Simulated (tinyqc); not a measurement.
From results back to parameters: plasmons of a degenerate electron gas in the random-phase approximation. Three cases, with inputs chosen for the exercise.

Problem. At small q the plasmon follows E = Ep + B q^2 with B = (3/10)(hbar vF)^2/Ep, hbar vF = 2 c kF/m; n and m are hidden.

Zero temperature, parabolic band: kF = (3 pi^2 n)^(1/3), EF = c kF^2/m, Ep^2 = 8 pi c e2 n/(m eb), qTF^2 = 6 pi e2 n/(eb EF), c = hbar^2/2m0, e2 = e^2/(4 pi eps0), n in 1/angstrom^3 (1e-24 per 1/cm^3).

Constants: hbar^2/2m0 = 3.80998211 eV angstrom^2; e^2/(4 pi eps0) = 14.39964547 eV angstrom.

Find: hbar vF; kF; n; m.

Method. hbar vF = sqrt(B Ep/0.3); Ep^2 = (4 e2/(3 pi eb)) kF^2 hbar vF gives kF, then n and m.

Case 1.

Values chosen (out of a larger set: a free-electron density near that of Na; not measured data): eb = 1 (background dielectric constant).

Ep = 6.07890 eV
B = 2.45606 eV angstrom^2

Solution.

hbar vF = 7.055 eV angstrom
kF = 0.9258 1/angstrom
n = 2.68e+22 1/cm^3
m = 1.000 m0

Case 2.

Values chosen (out of a larger set: a free-electron density near that of Li; not measured data): eb = 1 (background dielectric constant).

Ep = 7.94676 eV
B = 2.68552 eV angstrom^2

Solution.

hbar vF = 8.434 eV angstrom
kF = 1.107 1/angstrom
n = 4.58e+22 1/cm^3
m = 1.000 m0

Case 3.

Values chosen (out of a larger set: mass and background constant near those of GaN; polar phonons, which mix with the plasmon in the real crystal, and the rise of the mass with filling are left out; not measured data): eb = 5.34 (background dielectric constant).

Ep = 44.4604 meV
B = 11.7433 eV angstrom^2

Solution.

hbar vF = 1.319 eV angstrom
kF = 0.03618 1/angstrom
n = 1.60e+18 1/cm^3
m = 0.209 m0

Computed by tinyqc, one run a case: `OMP_NUM_THREADS=1 python tinyqc.py N N+1 out.jsonl` with N = 1680614, 1680615, 1680629; one thread of a shared Intel(R) Xeon(R) Processor @ 2.30GHz, about 0.01 s a run at most.
